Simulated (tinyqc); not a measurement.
Inputs raised by 5 %, one at a time: electron-beam lithography: double-Gaussian proximity function, edge placement and dose correction for parallel lines. Computed by tinyqc, a small Python program. Command: `OMP_NUM_THREADS=1 python tinyqc.py 3110273 3110274 out.jsonl proximity sens`. One thread of a shared host (Intel(R) Xeon(R) Processor @ 2.30GHz), about 0.02 s of CPU time with the checks.

Lines are infinitely long. Absorbed energy is counted so that the middle of a very large area written at dose 1 receives 1; the resist develops where it exceeds 1/2.

Inputs (values chosen for the exercise, of the order of those for 20 keV electrons in resist on silicon): forward range alpha = 0.027 micrometre; backscatter range beta = 2.2 micrometre; backscatter ratio eta = 0.7; base dose D0 = 330 microcoulomb/cm^2; beam current = 0.86 nA; pixel size = 4 nm; width of the test line = 0.25 micrometre; pattern density around the test line = 0.23.

line widths (micrometre): [0.12, 0.094, 0.067, 0.04, 0.074]

gaps between the lines (micrometre): [0.37, 0.055, 0.15, 0.12]

Constants: e = 1.602176634e-19 C.

Method:
- The first line starts at x = 0; each next one starts after the width and the gap.
- f(r) = [exp(-r^2/alpha^2)/alpha^2 + eta exp(-r^2/beta^2)/beta^2]/(pi (1 + eta)). A line from a to b at dose d gives E(x) = d [S(alpha) + eta S(beta)]/(1 + eta), S(s) = [erf((b - x)/s) - erf((a - x)/s)]/2.
- M_ij is the mean of E at the two edges of line i from line j at dose 1.
- Uncorrected edge energies are M 1. Solve M d = 1/2 for the doses d that put the mean edge energy of every line at the threshold.
- A test line of width w << beta in surroundings of density rho, all at dose d: near its edge E(x) = d [S + eta rho]/(1 + eta), S = [erf((b - x)/alpha) - erf((a - x)/alpha)]/2 for edges a and b, the second term being the background energy. Dose to size d_s = (1 + eta)/(erf(w/alpha) + 2 eta rho), dose = d_s D0; edge slope d [1 - exp(-w^2/alpha^2)]/(sqrt(pi) alpha (1 + eta)); width change per 1 % of dose = 2 x 0.01 x (1/2)/slope.
- With dose = d_s D0: electrons per pixel N = dose x pixel area/e; relative noise 1/sqrt(N); time per cm^2 of pattern area = dose x density/current; pixel rate = current/(dose x pixel area).

Runs:
```
input moved                           from       to  dose to size d_s  largest over smallest dose  writing time per cm^2 (h)  shot noise (%)
base run                                 -        -            1.2859                      1.0425                     31.525          4.8577
forward range alpha (micrometre)     0.027  0.02835            1.2859                      1.0544                     31.525          4.8577
backscatter range beta (micrometre)    2.2     2.31            1.2859                      1.0421                     31.525          4.8577
backscatter ratio eta                  0.7    0.735            1.2966                      1.0427                     31.787          4.8376
width of the test line (micrometre)   0.25   0.2625            1.2859                      1.0425                     31.525          4.8577
base dose D0 (microcoulomb/cm^2)       330    346.5            1.2859                      1.0425                     33.101          4.7406
beam current (nA)                     0.86    0.903            1.2859                      1.0425                     30.024          4.8577
pixel size (nm)                          4      4.2            1.2859                      1.0425                     31.525          4.6264
```

Exponents ln(y'/y) / ln(x'/x):
```
input                   dose to size d_s  largest over smallest dose  writing time per cm^2  shot noise
forward range alpha                 0.00                       0.232                   0.00       0.000
backscatter range beta              0.00                      -0.007                   0.00       0.000
backscatter ratio eta               0.17                       0.003                   0.17      -0.085
width of the test line              0.00                       0.000                   0.00       0.000
base dose D0                        0.00                       0.000                   1.00      -0.500
beam current                        0.00                       0.000                  -1.00       0.000
pixel size                          0.00                       0.000                   0.00      -1.000
```

Which inputs matter most for each result?

Among the inputs moved here: dose to size d_s answers most in size to backscatter ratio eta (exponent +0.170); its exponent is below 0.0005 for forward range alpha, backscatter range beta, width of the test line, base dose D0, beam current, pixel size. Largest over smallest dose answers most in size to forward range alpha (exponent +0.232), next to backscatter range beta (-0.007); its exponent is below 0.0005 for width of the test line, base dose D0, beam current, pixel size. Writing time per cm^2 answers most in size to beam current (exponent -1.000), and about equally to base dose D0 (+1.000); its exponent is below 0.0005 for forward range alpha, backscatter range beta, width of the test line, pixel size. Shot noise answers most in size to pixel size (exponent -1.000), next to base dose D0 (-0.500); its exponent is below 0.0005 for forward range alpha, backscatter range beta, width of the test line, beam current.

Extremes, crossings and ranges named in words are read from the listed rows.
